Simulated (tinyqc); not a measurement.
## Crystallisation kinetics and data retention of a phase-change cell: kissinger analysis

Johnson-Mehl-Avrami-Kolmogorov law X = 1 - exp(-y^n), y = integral of k dt, k = (1/100 s) exp[-(Ec q/kB)(1/T - 1/T1)].

Tp is the temperature of the largest dX/dt on a ramp of rate b (b in K/min in the logarithm).

Values chosen for this exercise; values of the order of Ge-Sb-Te and related chalcogenides:
```
symbol  value  unit                                       meaning
Ec       2.16    eV          activation energy of crystallisation
T1        428     K  temperature at which the rate k is 1/(100 s)
n           2                                     Avrami exponent
```

Constants: q = 1.602176634e-19 C, kB = 1.380649e-23 J/K. Results are converted to the units shown.

Result of one run:

| b (K/min) | Tp (K) | q/kB Tp (1/eV) | ln(b/Tp^2) | X at the peak |
|---|---|---|---|---|
| 1 | 418.0 | 27.76 | -12.07 | 0.6262 |

What becomes of these results when the heating rate b is changed from 1 to 0.5 K/min, all else the same?

Result of the changed run:

| b (K/min) | Tp (K) | q/kB Tp (1/eV) | ln(b/Tp^2) | X at the peak |
|---|---|---|---|---|
| 0.5 | 413.3 | 28.08 | -12.74 | 0.6263 |

The whole series:

| b (K/min) | Tp (K) | q/kB Tp (1/eV) | ln(b/Tp^2) | X at the peak |
|---|---|---|---|---|
| 0.5 | 413.3 | 28.08 | -12.74 | 0.6263 |
| 1 | 418.0 | 27.76 | -12.07 | 0.6262 |
| 2 | 422.7 | 27.45 | -11.40 | 0.6262 |
| 5 | 429.1 | 27.04 | -10.51 | 0.6261 |
| 10 | 434.1 | 26.73 | -9.844 | 0.6260 |
| 20 | 439.2 | 26.42 | -9.174 | 0.6259 |
| 50 | 446.1 | 26.01 | -8.289 | 0.6258 |
| 100 | 451.5 | 25.70 | -7.620 | 0.6258 |

Tp rises from 413 to 451 K. The slope of ln(b/Tp^2) against q/kB Tp between the end rows is -2.159 eV, against Ec = 2.16 eV, and X at the peak stays near 1 - 1/e = 0.632 (0.626 to 0.626).

Range of the model: One Arrhenius rate is assumed; incubation, growth from the boundary and the non-Arrhenius kinetics of the supercooled liquid are left out.

tinyqc, about 0.02 s, one thread, Intel Xeon 2.30GHz (shared host): `OMP_NUM_THREADS=1 python tinyqc.py 2490001 2490002 out.jsonl`
